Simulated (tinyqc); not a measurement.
# From time t_V to close the V back to width w (mask opening along <110>, or membrane width in the design step)

Model: anisotropic wet etching of Si(100): plane rates, V-grooves, membranes and undercut. Computed by tinyqc, a small Python program. Command: `OMP_NUM_THREADS=1 python tinyqc.py 3019888 3019889 out.jsonl wetetch inv`. One thread of a shared host (Intel(R) Xeon(R) Processor @ 2.30GHz), about 0.01 s of CPU time with the checks.

A long slot opens the mask on a (100) wafer. The floor etches at R100; (111) walls stand at theta = arctan(sqrt2) = 54.7356 degrees to the surface and recede at R111 along their normal.

Inputs (values chosen for the exercise, close to those used for potassium hydroxide solutions):
```
quantity                          value     unit
prefactor k0 of the (100) rate    5e+08   um/min
activation energy of (100), E     0.591       eV
ratio (100)/(111) at 80 C           110        -
extra energy of (111), dE           0.1       eV
ratio (100)/oxide at 80 C           200        -
extra energy of the oxide, dE_ox   0.26       eV
bath temperature T                   80        C
misalignment of the mask              2  degrees
etch time t                          50      min
```

Constants: k_B = 8.617333262e-05 eV/K.

Method:
- R100 = k0 exp(-E/(k_B T)); a ratio given at 80 C scales as exp[(extra energy/k_B)(1/T - 1/353.15 K)]; R111 and R_ox follow by division.
- Temperatures in kelvin are T(C) + 273.15.
- A misaligned edge exposes ledges and adds R100 sin(misalignment) to the lateral rate (a simple estimate): u = R111/sin(theta) + R100 sin(misalignment). Top width W = w + 2 u t; floor width b = W - 2 z/tan(theta) = W - sqrt2 z. The floor lasts until b = 0, at t_V = w/(sqrt2 R100 - 2u); depth z = R100 t before t_V and W/sqrt2 after.

Task: A run gave the result below. Find the width w (mask opening along <110>, or membrane width in the design step), known to lie between 140 and 320 um.

time t_V to close the V = 78.62919 min

Result:

Each step takes the trial c = (a f_b - b f_a)/(f_b - f_a), f being the result less the target and a, b, c the logarithms of the listed values; c replaces end b, the old b replaces a if the sign of f changed, and otherwise f_a is halved.

Scan of the range:
```
width w (mask opening along <110>, or membrane width in the design step) (um)  time t_V to close the V (min)
140                                                                                                   57.544
161                                                                                                   66.175
184                                                                                                   75.629
212                                                                                                   87.137
243                                                                                                   99.879
279                                                                                                  114.676
320                                                                                                  131.528
```

False position (Illinois rule, in the logarithm of the input) inside the bracket:
```
step    end a    end b    trial  time t_V to close the V (min)
1     184.000  212.000  190.922                        78.4739
2     212.000  190.922  191.281                        78.6213
3     212.000  191.281  191.317                        78.6362
4     191.281  191.317  191.300                        78.6292
5     191.317  191.300  191.300                        78.6292
```

Time t_V to close the V rises at every point of a 13-point scan of the range (every second point is shown), so one value fits; it is bracketed by 184 and 212. The scan shows a pure power law with exponent 1.000, so scaling from any one row also gives the answer directly. Answer: width w (mask opening along <110>, or membrane width in the design step) = 191.3 um.
